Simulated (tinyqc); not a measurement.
Minority-electron transport through the base of a bipolar transistor (Moll-Ross and Kroemer integrals): one step, computed by the program tinyqc.

Low injection, one dimension, x from the emitter edge (0) to the collector edge (W), s = x/W. Recombination is treated as a small correction (valid for tau_B well below tau_n), computed from the stored charge.

Question. Gain and speed. Emitter-limited gain beta_E = G_E/G_B; recombination-limited gain beta_R = tau_n/tau_B; 1/beta = 1/beta_E + 1/beta_R; f_T from the base alone = 1/(2 pi tau_B).

Inputs (values chosen for the exercise, modelled on silicon): base width W = 20 nm; saturation velocity v_s = 0.9 1e7 cm/s; electron lifetime tau_n = 2 ns; emitter Gummel number G_E = 1.3e+14 s/cm^4; temperature T = 300 K.

Base doping profile: Gaussian. Gap grading: linear. Exit of the base: infinite sink.

base Gummel number G_B = 1.838195e+11 s/cm^4

base transit time tau_B = 0.06364767 ps

Give: beta_E; beta_R; current gain beta; f_T from the base alone.

Answer.

beta_E = 707.2

beta_R = 31423

current gain beta = 691.6

f_T from the base alone = 2501 GHz

The gain is limited mainly by hole injection into the emitter (98 % of the base current). Caution: the mean velocity exceeds v_s, so drift-diffusion with a low-field mobility overstates the speed. Caution: the base is only a few mean free paths wide, so transport is partly ballistic.
